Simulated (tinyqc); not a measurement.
# n-type polysilicon, carrier trapping at grain boundaries: what changes with what

One-dimensional grains of size Lg, uniform ionised doping N, monovalent traps Qt at each boundary at a depth Et below (for electrons) or above (for holes) the band edge there, abrupt depletion of width W on each side of a boundary, Boltzmann statistics. xi is the distance from the band edge at the grain centre to the Fermi level. Trapped charge Qt/(1 + exp((xi + VB - Et)/Vt)) = 2 N W, barrier VB = q N W^2/(2 eps0 eps_r).

Inputs (values chosen for the exercise); values of the order met in polycrystalline silicon:

| symbol | value | unit | meaning |
|---|---|---|---|
| T | 300 | K | temperature |
| eps_r | 11.7 |  | relative permittivity |
| NB | 2.8e19 | cm^-3 | conduction-band density of states at T |
| Lg | 300 | nm | grain size |
| Qt | 2.2e12 | cm^-2 | trap density of a grain boundary |
| Et | 0.31 | eV | depth of the trap level from the majority band edge at the boundary |
| ms | 0.59 | m0 | mass for thermionic emission |
| fe | 0.5 |  | correction factor of the emission rate |
| mug | 140 | cm^2/(V s) | mobility inside the grains |
| N | 4.3e17 | cm^-3 | doping |

Constants: q = 1.602176634e-19 C, kB = 1.380649e-23 J/K, m0 = 9.1093837015e-31 kg, Vt = kB T/q, eps0 = 8.8541878128e-14 F/cm where lengths are in cm. Results are converted to the units shown.

Each table varies one quantity; the others keep the values above.

## Effect of the doping

If the trap equation with xi = Vt ln(NB/N) has a root W < Lg/2, the grain is partly depleted; otherwise W = Lg/2 and the trap equation gives xi = Et - VB + Vt ln(Qt/(N Lg) - 1). N* = Qt/Lg. n0 = NB exp(-xi/Vt); mean density n0 (1 - 2 W/Lg) by charge balance in a partly depleted grain, and n0 (sqrt(pi)/2) erf(u)/u with u = sqrt(VB/Vt) in a fully depleted one; v = sqrt(kB T/(2 pi ms m0)); barrier resistivity Vt exp(VB/Vt)/(q fe n0 v Lg); grain resistivity (1 - 2 W/Lg)/(q n0 mug); effective mobility 1/(q mean density total resistivity). Rows with xi above 0.45 V, towards mid-gap, are left out, since the other carrier type is ignored.

Result of one run:
columns A: N (cm^-3); B: N/N*; C: depleted share 2 W/Lg; D: VB (V); E: xi (V); F: mean density (cm^-3); G: resistivity (ohm cm); H: effective mobility (cm^2/(V s))
```
A             B      C        D       E         F      G      H
3.7e15  0.05045  1.000  0.06438  0.3215  6.087e13  333.1  307.8
```

What becomes of these results when the doping N is changed from 3.7e15 to 2.9e18 cm^-3, all else the same?

Result of the changed run:
columns A: N (cm^-3); B: N/N*; C: depleted share 2 W/Lg; D: VB (V); E: xi (V); F: mean density (cm^-3); G: resistivity (ohm cm); H: effective mobility (cm^2/(V s))
```
A           B        C        D        E         F        G      H
2.9e18  39.55  0.02528  0.03225  0.05862  2.827e18  0.01867  118.3
```

The whole series:
columns A: N (cm^-3); B: N/N*; C: depleted share 2 W/Lg; D: VB (V); E: xi (V); F: mean density (cm^-3); G: resistivity (ohm cm); H: effective mobility (cm^2/(V s))
```
A             B        C        D        E         F        G      H
3.7e15  0.05045    1.000  0.06438   0.3215  6.087e13    333.1  307.8
7.7e15   0.1050    1.000   0.1340   0.2314  1.410e15    150.9  29.35
1.6e16   0.2182   0.7555   0.1589   0.1930  3.912e15    90.36  17.66
3.4e16   0.4636   0.5289   0.1655   0.1736  1.602e16    55.09  7.073
7.2e16   0.9818   0.3689   0.1705   0.1542  4.544e16    31.56  4.352
1.5e17    2.045   0.2569   0.1722   0.1352  1.115e17    16.21  3.454
3.2e17    4.364   0.1725   0.1656   0.1156  2.648e17    5.933  3.973
6.6e17    9.000   0.1067   0.1307  0.09689  5.896e17   0.7918  13.37
1.4e18    19.09  0.05230  0.06662  0.07745  1.327e18  0.05904  79.68
2.9e18    39.55  0.02528  0.03225  0.05862  2.827e18  0.01867  118.3
```

As N goes from 3.7e15 to 2.9e18, VB goes from 0.0644 through a maximum of 0.172 (at N = 1.5e17 among the rows listed) to 0.0323 V, the resistivity falls from 333 to 0.0187 ohm cm and the effective mobility goes from 308 through a minimum of 3.45 (at N = 1.5e17 among the rows listed) to 118 cm^2/(V s). The steepest fall of the resistivity among the rows, as N^(-3.5), lies between N = 6.6e17 and 1.4e18 cm^-3; N* = 7.33e16 cm^-3. While the grain is fully depleted VB grows as N; once the traps are full it falls as 1/N. For N = 2.9e18 xi is under 2.5 Vt, where Boltzmann statistics begin to fail. For N = 7.7e15, 1.6e16 the grain is near the changeover between partial and full depletion, within a few Debye lengths, where both limits are rough. For N = 3.7e15 the effective mobility exceeds mug, since drift through the depleted part of the grain is left out.

## Effect of the trap density of a grain boundary

Same model as above.

N* = Qt/Lg.

The same in every row: xi (V) = 0.1080.

Results:
columns A: Qt (cm^-2); B: N/N*; C: depleted share 2 W/Lg; D: VB (V); E: mean density (cm^-3); F: resistivity (ohm cm); G: effective mobility (cm^2/(V s))
```
A           B        C         D         E       F       G
2e11    64.50  0.01550  0.001797  4.233e17  0.1097   134.4
3.4e11  37.94  0.02634  0.005192  4.187e17  0.1097   135.9
5.7e11  22.63  0.04415   0.01459  4.110e17  0.1117   136.0
9.7e11  13.30  0.07504   0.04213  3.977e17  0.1323   118.6
1.6e12  8.062   0.1207    0.1090  3.781e17  0.5761   28.66
4.7e12  2.745   0.1662    0.2066  3.585e17   21.19  0.8213
8e12    1.613   0.1740    0.2264  3.552e17   45.49  0.3863
```

Estimate the missing row, Qt = 2.8e12 cm^-2.

Computed row:
columns A: Qt (cm^-2); B: N/N*; C: depleted share 2 W/Lg; D: VB (V); E: mean density (cm^-3); F: resistivity (ohm cm); G: effective mobility (cm^2/(V s))
```
A           B       C       D         E      F      G
2.8e12  4.607  0.1545  0.1786  3.636e17  7.250  2.368
```

With this row back in the table: As Qt goes from 2e11 to 8e12, VB rises from 0.00180 to 0.226 V, the resistivity rises from 0.110 to 45.5 ohm cm and the effective mobility goes from 134 through a maximum of 136 (at Qt = 5.7e11 among the rows listed) to 0.386 cm^2/(V s). For Qt = 2e11, 3.4e11, 5.7e11 VB is below Vt, where abrupt depletion and thermionic emission are rough.

Numbers from tinyqc (`OMP_NUM_THREADS=1 python tinyqc.py 2830025 2830026 out.jsonl`; about 0.01 s on one thread of a shared Intel Xeon 2.30GHz).
